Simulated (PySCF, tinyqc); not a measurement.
A ladder of methods, and size consistency: correlation methods against full CI in the sto-6g basis, for Be, spin multiplicity 1. Computed by the program tinyqc with PySCF. 

Geometry (angstrom):

| atom | x | y | z |
|---|---|---|---|
| Be | 0.0000 | 0.0000 | 0.0000 |

RHF energy of one = -14.503361 hartree

All electrons correlated; +Q is the Davidson correction (1 - c0^2) E_corr. The last columns treat two copies 100 angstrom apart as one system. FCI is the lowest singlet.

Correlation energies (hartree):

| method | E_corr of one | share of FCI (%) | E_corr of two at 100 angstrom | two minus twice one (mhartree) |
|---|---|---|---|---|
| MP2 | -0.024549 | 46.5580 | -0.049098 | 0.0000 |
| CISD | -0.052718 | 99.9813 | -0.095951 | 9.4843 |
| CISD+Q | -0.058393 | 110.7458 | -0.111905 | 4.8821 |
| CCSD | -0.052722 | 99.9906 | -0.105445 | 0.0000 |
| CCSD(T) | -0.052722 | 99.9906 | -0.105445 | 0.0000 |
| FCI | -0.052727 | 100.0000 | - | - |

MP2 recovers 47 %, CISD 100.0 % and CCSD 100.0 % of the FCI value (c0^2 = 0.892 in CISD). MP2 and coupled cluster are size consistent, so their last column vanishes; CISD loses 9.48 mhartree, since a double excitation on each copy is a quadruple of the pair, and the Davidson correction leaves +4.88. The restricted reference is unstable here: a spin-polarised solution lies 0.0017 hartree lower (PySCF), so results built on it describe a poor reference.
